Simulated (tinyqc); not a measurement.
Undoped gate-all-around wire MOSFET, analytic charge model: one step of the calculation.

An undoped round wire of radius R under an insulator shell and a surrounding gate; long channel, electrons only, n = ni exp((psi - V)/Vt) with V the quasi-Fermi potential (0 at the source, Vd at the drain), constant mobility, no quantisation. The radial Poisson equation gives n(r) = n(0)/(1 - (1 - b) r^2/R^2)^2 with b = Q0/(Q + Q0). Q is the electron charge per area of the wire surface.

Question. Constants of the wire. ni = sqrt(Nc Nv) exp(-Eg/(2 Vt)), Eg in volts; Cox = eps0 eox/(R ln(1 + tox/R)); Q0 = 4 eps0 eps_r Vt/R; V0 = dphi + Vt ln[8 eps0 eps_r Vt/(q ni R^2)].

Inputs (values chosen for the exercise); material values close to those of silicon: temperature T = 300 K; band gap Eg = 1.1 eV; relative permittivity of the semiconductor eps_r = 11.5; conduction-band density of states at T Nc = 2.79e19 cm^-3; valence-band density of states at T Nv = 2.65e19 cm^-3; relative permittivity of the gate insulator eox = 3.74; insulator thickness tox = 2.5 nm; wire radius R = 4 nm; gate work function less that of the intrinsic body dphi = 0.1 V.

Constants: q = 1.602176634e-19 C, kB = 1.380649e-23 J/K, Vt = kB T/q, eps0 = 8.8541878128e-14 F/cm where lengths are in cm. Results are converted to the units shown.

Give: ni; Cox; Q0; V0.

Answer.

ni = 1.5661e10 cm^-3
Cox = 1.7052 uF/cm^2
Q0 = 263.23 nC/cm^2
V0 = 0.61906 V

Program tinyqc, `OMP_NUM_THREADS=1 python tinyqc.py 2460024 2460025 out.jsonl`; Intel Xeon 2.30GHz, shared host, one thread, about 0.02 s.
